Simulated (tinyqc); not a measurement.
Worked calculation: straight dislocations in isotropic elasticity: fields, energies, partials, Peierls stress and walls. Computed by tinyqc, a small Python program that keeps every step. Command: `OMP_NUM_THREADS=1 python tinyqc.py 3031701 3031702 out.jsonl disloc walk`. One thread of a shared host (Intel(R) Xeon(R) Processor @ 2.30GHz), about 0.01 s of CPU time with the checks. Intermediate numbers are printed to about 7 digits and carried at full precision; extremes and crossings named in words are read from the listed rows.

The line runs along z, the glide plane is y = 0, and beta is the angle between b and the line (0 screw, 90 degrees edge): b_e = b sin(beta) along +x with the extra half plane at y > 0, b_s = b cos(beta). Stress is positive in tension.

Inputs (values chosen for the exercise, modelled on GaAs):

| quantity | value | unit |
|---|---|---|
| shear modulus G | 50.2 | GPa |
| Poisson ratio nu | 0.237 | - |
| Burgers vector b | 4 | angstrom |
| stacking-fault energy gamma | 51.7 | mJ/m^2 |
| dislocation density rho | 8.2e+09 | 1/m^2 |
| core radius r0/b | 0.5 | - |
| unstable fault energy gamma_us | 1220 | mJ/m^2 |
| tilt angle theta | 2.1 | degrees |
| source length l | 680 | nm |

Character: screw.

field point (x, y) (nm): 3.4  8.9

Constants: 1 eV/angstrom^3 = 160.2176634 GPa.

## Line energy and line tension

Energy factor K = G [cos^2(beta) + sin^2(beta)/(1 - nu)]. E = K b^2/(4 pi) ln(R/r0) with R = 1/(2 sqrt(rho)); tension T = E + d^2E/d(beta)^2 = G b^2 [1 + nu - 3 nu sin^2(beta)]/(4 pi (1 - nu)) ln(R/r0). The core energy is taken into r0.

energy factor K = 50.2 GPa

ln(R/r0) = 10.22586

line energy E = 40.79464 eV/nm

line tension T = 66.13758 eV/nm

stored energy rho E = 0.05359538 kJ/m^3

T/E = 1.62: bowing turns parts of the line towards the costlier edge character, so it is stiff.

## Stress at a point

With D = G b_e/(2 pi (1 - nu)), S = G b_s/(2 pi), r^2 = x^2 + y^2: s_xx = -D y (3x^2 + y^2)/r^4, s_yy = D y (x^2 - y^2)/r^4, s_xy = D x (x^2 - y^2)/r^4, s_zz = nu (s_xx + s_yy), s_xz = -S y/r^2, s_yz = S x/r^2. Pressure p = -trace/3.

stress (MPa):
```
           x         y          z
x     0.0000    0.0000  -313.3513
y     0.0000    0.0000   119.7072
z  -313.3513  119.7072     0.0000
```

pressure p = 0 MPa

A screw dislocation has pure shear and no pressure field.

## Force on a second, equal dislocation at that point

Peach-Koehler force per length on a parallel dislocation with the same b: in the glide plane F_x = s_xy b_e + s_yz b_s, normal to it F_y = -(s_xx b_e + s_xz b_s), which drives climb of the edge part or cross-slip of a screw.

glide force F_x = 47.88290 mN/m

normal force F_y = 125.3405 mN/m

Along x the second dislocation is repelled.

## Splitting into partials

Shockley partials have b_p = b/sqrt(3) at the angles beta -/+ 30 degrees; their repulsion balances the fault at d = G b_p^2/(8 pi gamma) (2 - nu)/(1 - nu) [1 - 2 nu cos(2 beta)/(2 - nu)].

partial Burgers vector b_p = 2.309401 angstrom

splitting width d = 3.480971 nm

d/b = 8.702428

Widely split: cross-slip and climb need a constriction first.

## Peierls-Nabarro core of the undissociated dislocation

Misfit energy gamma(u) = (gamma_us/2)(1 - cos(2 pi u/b)), so the largest restoring stress is tau_max = pi gamma_us/b; u(x) = b/2 + (b/pi) arctan(x/zeta), zeta = K b/(4 pi tau_max). Summing the misfit energy over atomic rows a' apart gives, for a wide core, W_P = (K b^2/pi) exp(-2 pi zeta/a') and sigma_P = (K b/a') exp(-2 pi zeta/a'); a' = b/2 for edge and 30-degree lines, b sqrt(3)/2 for screw and 60-degree lines.

tau_max = 9.581858 GPa

half width zeta = 1.667647 angstrom

row spacing a' = 3.464102 angstrom

Peierls barrier W_P = 775.0316 meV/nm

Peierls stress sigma_P = 2815.329 MPa

zeta/a' = 0.48 and sigma_P/G = 0.056: the stress falls by a factor e for each a'/(2 pi) of half width. Caution: for a core this narrow higher harmonics of the row sum matter and the wide-core formula is rough. Caution: in covalent crystals lines are dissociated and reconstructed and move by kinks, so this sinusoidal model gives only the trend.

## Strength from dislocations

Frank-Read source, averaged over the loop: tau = G b/(2 pi l) [(1 - nu/2)/(1 - nu)] ln(l/r0). Taylor hardening: tau = 0.3 G b sqrt(rho).

Frank-Read stress = 44.15145 MPa

Taylor stress = 0.5454964 MPa

Of the source, forest and Peierls stresses the largest here is the Peierls stress. Caution: in covalent crystals the flow stress is largely set by thermally activated glide over the Peierls barrier, which the source and Taylor stresses leave out.

## Low-angle tilt boundary

A symmetric tilt wall of edge dislocations has the spacing h = b/(2 sin(theta/2)); Read-Shockley: gamma_b = E0 theta (A - ln theta), E0 = G b/(4 pi (1 - nu)), A = 1 + ln(b/(2 pi r0)), theta in radians.

spacing h = 10.91409 nm

boundary energy = 242.6763 mJ/m^2

angle of the maximum, exp(A - 1) = 18.23781 degrees

## Character of the line

E = K b^2/(4 pi) ln(R/r0); T = G b^2 [1 + nu - 3 nu sin^2(beta)]/(4 pi (1 - nu)) ln(R/r0).

From screw to edge:

| beta (degrees) | K (GPa) | E (eV/nm) | T (eV/nm) | d (nm) |
|---|---|---|---|---|
| 0 | 50.20000 | 40.79464 | 66.13758 | 3.480971 |
| 15 | 51.24453 | 41.64347 | 63.59110 | 3.652465 |
| 30 | 54.09823 | 43.96251 | 56.63398 | 4.120995 |
| 45 | 57.99646 | 47.13038 | 47.13038 | 4.761018 |
| 60 | 61.89469 | 50.29824 | 37.62678 | 5.401041 |
| 75 | 64.74839 | 52.61728 | 30.66966 | 5.869571 |
| 90 | 65.79292 | 53.46611 | 28.12317 | 6.041065 |

The edge costs 1/(1 - nu) = 1.311 times the screw in energy, yet its tension is only (1 - 2 nu)/(1 + nu) = 0.425 of the screw value, so loops under stress are elongated along b. The edge splits 1.74 times as widely, (2 + nu)/(2 - 3 nu), since there the larger, edge parts of the partials repel with the factor 1/(1 - nu) and the small screw parts attract, while in the screw the roles are exchanged.

Checks made by the program: zero divergence of the stress field, by differences and relative to the size of its gradient (relative difference below 1e-10); splitting against the force between the two partials (relative difference below 1e-10).
